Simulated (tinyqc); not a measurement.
Electrons shared among three sets of ellipsoidal valleys, step by step. Values are carried at full precision from step to step, so a last printed digit may differ when a step is redone from the rounded ones.

Constants: hbar^2/2m0 = 3.80998211 eV angstrom^2; kB = 8.617333262e-05 eV/K.

Parameters, chosen for this exercise (masses and offsets near those of InP; mobilities are free inputs, held fixed; shifted at random, so the results belong to these values and not to a real crystal):
```
symbol  value                    unit        meaning
ml      (0.079, 1.853, 1.27)     m0          longitudinal masses of Gamma, L, X
mt      (0.079, 0.1324, 0.2684)  m0          transverse masses
M       (1, 4, 3)                            valleys in each set
T       400                      K
dE      (0, 0.505, 0.808)        eV          edges of Gamma, L, X above the first
n       1.3e+17                  1/cm^3      total electron density
mu      (4300, 520, 280)         cm^2/(V s)  mobility of each set
```

## Masses of each set

One valley: m_d = (ml mt^2)^(1/3). Whole set: m_de = M^(2/3) m_d. Mean over three axes: 1/m_c = (1/ml + 2/mt)/3. Anisotropy K = ml/mt.

m_d, m_de, m_c (m0) and K of each set:
```
set       m_d    m_de     m_c      K
Gamma  0.0790  0.0790  0.0790   1.00
L      0.3191  0.8040  0.1917  14.00
X      0.4506  0.9373  0.3641   4.73
```

m_de/m_c is 1.00 for Gamma, 4.19 for L, 2.57 for X: many anisotropic valleys give many states at a light conductivity mass. m_c is the mean over three axes; a set that holds only some of the equivalent valleys conducts with a mass that depends on direction.

## Effective densities of states

N_i = M_i times N = 2 (m kB T/(4 pi c))^(3/2) with c = hbar^2/2m0, in 1/angstrom^3; times 1e24 for 1/cm^3, with m = (ml mt^2)^(1/3).

kT = 0.034469 eV

N_i (1/cm^3): Gamma 8.5787e+17, L 2.7853e+19, X 3.5058e+19

## Fermi level and populations

F_j(eta) = (1/Gamma(j + 1)) integral_0^infinity x^j dx/(1 + exp(x - eta)), which tends to exp(eta) for eta << 0.

Solve n = sum_i N_i F_1/2((EF - dE_i)/kT), energies from the edge of the first set.

EF = -0.0632 eV

eta_i: Gamma -1.83, L -16.48, X -25.27

n_i (1/cm^3): Gamma 1.30e+17, L 1.93e+12, X 3.70e+08

shares: Gamma 1.0000, L 0.0000, X 0.0000

Gamma holds most electrons (100.0 %). Boltzmann weights N_i exp(-dE_i/kT) would give L a share of 0.0000.

## Drift and Hall mobility of the mixture

With f_i the shares, mu_drift = sum f_i mu_i; low-field Hall mobility mu_H = sum f_i mu_i^2/mu_drift (scattering and anisotropy factors set to 1); the Hall density is n mu_drift/mu_H; rho = 1/(e n mu_drift), e = 1.602176634e-19 C.

mu_drift = 4300 cm^2/(V s)
mu_H = 4300 cm^2/(V s)
Hall density = 1.30e+17 1/cm^3
rho = 0.0112 ohm cm

A Hall measurement would read 100.0 % of the true density.

## Checks

- Share of L at n = 1e10 1/cm^3 against the Boltzmann weight: both 1.408e-05.

tinyqc: `OMP_NUM_THREADS=1 python tinyqc.py 1652504 1652505 out.jsonl`; about 0.01 s, one thread, shared Intel(R) Xeon(R) Processor @ 2.30GHz.
